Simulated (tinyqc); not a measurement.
## Surface Green function of a zigzag honeycomb ribbon two chains wide, Sancho-Rubio decimation: densities of states against energy

A semi-infinite lead of cells 0, 1, 2, ... with H0 inside a cell and H1 = <cell i|H|cell i + 1>. Cell of four sites joined 1-2-3-4 by -t; site 2 joins site 1 of the next cell and site 3 joins site 4 of the next cell. z = E + i eta.

Start with e_s = e = H0, a = H1, b = H1^dagger. Each round: g = (z - e)^(-1); e_s <- e_s + a g b; e <- e + a g b + b g a; a <- a g a; b <- b g b (all with the old a, b). Round k joins cells 2^k apart. Stop when the largest entry of the matrices a and b is below 1e-12 eV; g_s = (z - e_s)^(-1), bulk (z - e)^(-1), density of states -Im Tr/pi. Here eta = 0.01 eV. Open modes are the crossings of E with the bands of H0 + H1 exp(ik) + H1^dagger exp(-ik) for 0 < k < pi.

H0 (eV):

|  | 1 | 2 | 3 | 4 |
|---|---|---|---|---|
| 1 | 0.51 | -2.7 | 0 | 0 |
| 2 | -2.7 | -0.51 | -2.7 | 0 |
| 3 | 0 | -2.7 | 0.51 | -2.7 |
| 4 | 0 | 0 | -2.7 | -0.51 |

H1 (eV):

|  | 1 | 2 | 3 | 4 |
|---|---|---|---|---|
| 1 | 0 | 0 | 0 | 0 |
| 2 | -2.7 | 0 | 0 | 0 |
| 3 | 0 | 0 | 0 | -2.7 |
| 4 | 0 | 0 | 0 | 0 |

Densities of states against energy:

| E (eV) | open modes | rounds | surface (1/eV) | bulk (1/eV) |
|---|---|---|---|---|
| -7.63 | 0 | 5 | 0.001022 | 0.001922 |
| -6.24 | 1 | 12 | 0.2782 | 0.2469 |
| -4.85 | 1 | 13 | 0.2653 | 0.1619 |
| -3.47 | 2 | 13 | 0.3558 | 0.3993 |
| -2.08 | 1 | 13 | 0.2383 | 0.1631 |
| -0.69 | 1 | 12 | 0.4718 | 0.2755 |
| 0.69 | 1 | 12 | 0.4718 | 0.2755 |
| 2.08 | 1 | 13 | 0.2383 | 0.1631 |
| 3.47 | 2 | 13 | 0.3558 | 0.3993 |
| 4.85 | 1 | 13 | 0.2653 | 0.1619 |
| 6.24 | 1 | 12 | 0.2782 | 0.2469 |
| 7.63 | 0 | 5 | 0.001022 | 0.001922 |

The bands of the infinite lead run over -6.93 to -2.75, -4.25 to -0.510, 0.510 to 4.25, 2.75 to 6.93 eV. The rounds lie between 5 and 13, 5.0 on average outside the bands and 12.6 inside. The surface density of states is largest at E = -0.69 and 0.69 eV among the rows (0.472 1/eV, bulk 0.275).

Program tinyqc, `OMP_NUM_THREADS=1 python tinyqc.py 2680104 2680105 out.jsonl`; Intel Xeon 2.30GHz, shared host, one thread, about 0.08 s.
